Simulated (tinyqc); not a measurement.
Short-channel transistor, virtual-source model with series resistance: two steps of the calculation.

The current per gate width is the charge at the top of the source barrier (the virtual source) times its velocity times a saturation function; al and be are fitting constants of the model. Units: I in uA/um, Rs in ohm um, so I Rs = 1e-6 I Rs in volts; Q in uC/cm^2, so I = 1e-4 Q vx0 Fsat with vx0 in cm/s.

Values chosen for this exercise:
- T = 325 K (temperature)
- Cinv = 3.75 uF/cm^2 (inversion capacitance)
- vx0 = 1.64e7 cm/s (velocity at the virtual source)
- mu = 230 cm^2/(V s) (apparent mobility)
- L = 45 nm (channel length)
- VT0 = 0.318 V (threshold at zero drain voltage)
- dl = 0.038 V/V (drain-induced barrier lowering)
- n0 = 1.48 (subthreshold factor)
- nd = 0.2 1/V (growth of n with drain voltage)
- al = 3.5 (threshold shift (in units of Vt) from weak to strong inversion)
- be = 1.6 (sharpness of saturation)
- Rs = 90 ohm um (series resistance of each contact)
- Vgs = 1 V (gate voltage)
- Vds = 0.05 V (drain voltage)

Constants: q = 1.602176634e-19 C, kB = 1.380649e-23 J/K, Vt = kB T/q. Results are converted to the units shown.

Problem 1. Current through the series resistance. Intrinsic voltages Vg' = Vgs - I Rs, Vd' = Vds - 2 I Rs. n = n0 + nd Vd', VT = VT0 - dl Vd', Ff = 1/(1 + exp((Vg' - VT + al Vt/2)/(al Vt))), Q = Cinv n Vt ln(1 + exp((Vg' - VT + al Vt Ff)/(n Vt))), Vdsat = (vx0 L/mu)(1 - Ff) + Vt Ff, Fsat = u/(1 + u^be)^(1/be) with u = Vd'/Vdsat, and I(out) = Q vx0 Fsat per width. (Fsat takes the sign of u.) Newton step: I(new) = I + (I(out) - I)/(1 - s), s = dI(out)/dI by a central difference with +/- 0.001 uA/um.

I after iteration 1 = 194.58772 uA/um

Give: Vg'; Vd'; VT; Ff; Q; Vdsat; Fsat; I(out); s; I after iteration 2.

Solution 1.

Vg' = 0.98249 V
Vd' = 0.014974 V
VT = 0.31743 V
Ff = 6.8545e-4
Q = 2.4942 uC/cm^2
Vdsat = 0.32067 V
Fsat = 0.046481
I(out) = 190.13 uA/um
s = -2.2962
I after iteration 2 = 193.24 uA/um

Problem 2. What the series resistance costs. n = n0 + nd Vd', VT = VT0 - dl Vd', Ff = 1/(1 + exp((Vg' - VT + al Vt/2)/(al Vt))), Q = Cinv n Vt ln(1 + exp((Vg' - VT + al Vt Ff)/(n Vt))), Vdsat = (vx0 L/mu)(1 - Ff) + Vt Ff, Fsat = u/(1 + u^be)^(1/be) with u = Vd'/Vdsat, and I = Q vx0 Fsat per width. I0 is the current for Rs = 0. Effective velocity I/Q; transit time L Q/I.

converged I = 193.23606 uA/um
I0 = 635.67651 uA/um

Find: loss against I0; effective velocity; transit time.

Solution 2.

loss against I0 = 69.602 %
effective velocity = 7.7459e5 cm/s
transit time = 5.8096 ps

Computed by the program tinyqc: `OMP_NUM_THREADS=1 python tinyqc.py 2380142 2380143 out.jsonl`, one thread of a shared Intel Xeon 2.30GHz, about 0.01 s for the whole run.
